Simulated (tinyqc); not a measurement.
Temperature and segregation coefficient: dopant redistribution at a moving silicon-oxide interface during parabolic oxidation. Computed by tinyqc, a small Python program. Command: `OMP_NUM_THREADS=1 python tinyqc.py 3020142 3020143 out.jsonl segox walk`. One thread of a shared host (Intel(R) Xeon(R) Processor @ 2.30GHz), about 0.01 s of CPU time with the checks.

Uniformly doped silicon is oxidised with x_ox = sqrt(B t); the interface advances into the silicon by alpha x_ox, alpha = 0.44. The dopant does not move in the oxide, and at the interface C(silicon) = m C(oxide).

Inputs (values chosen for the exercise, modelled on antimony in silicon under steam): dopant prefactor D0 = 3.92 cm^2/s; dopant activation energy E = 3.87 eV; oxidation prefactor B0 = 421 um^2/h; oxidation activation energy E_B = 0.781 eV; segregation coefficient m = C(silicon)/C(oxide) = 11.

Constants: k_B = 8.617333262e-05 eV/K.

Method:
- D = D0 exp(-E/(k_B T)), converted with 1 cm^2/s = 3.6e11 um^2/h; B = B0 exp(-E_B/(k_B T)); s = alpha sqrt(B/(4 D)), the interface advance over 2 sqrt(D t).
- Temperatures in kelvin are T(C) + 273.15.
- With the dopant diffusivity D and s = alpha x_ox/(2 sqrt(D t)), in the silicon C = C_B + (C_s - C_B) erfc(y/(2 sqrt(D t)))/erfc(s), y from the original surface. Dopant balance at the interface gives C_s/C_B = 1/[1 + (1/(m alpha) - 1) g], g = sqrt(pi) s exp(s^2) erfc(s).

C_s/C_B:
```
T (C)       s  this m  m = 0.2  m = 1/alpha  m = 10
850    32.376  4.8312  0.08804            1  4.3929
900    16.400  4.8059  0.08815            1  4.3725
950     8.782  4.7246  0.08851            1  4.3069
1000    4.940  4.5053  0.08958            1  4.1284
1050    2.902  4.0464  0.09230            1  3.7490
1100    1.772  3.3669  0.09820            1  3.1714
1150    1.120  2.6676  0.10910            1  2.5566
1200    0.731  2.1197  0.12658            1  2.0596
```

s falls from 32.4 to 0.731 as T rises, because diffusion has the larger activation energy (3.87 against 0.781 eV); the ratio for this m moves from 4.831 to 2.120, towards 1. At m = 1/alpha the oxide takes exactly what the silicon held, and nothing moves. The ratio does not depend on time, since both lengths grow as sqrt(t).
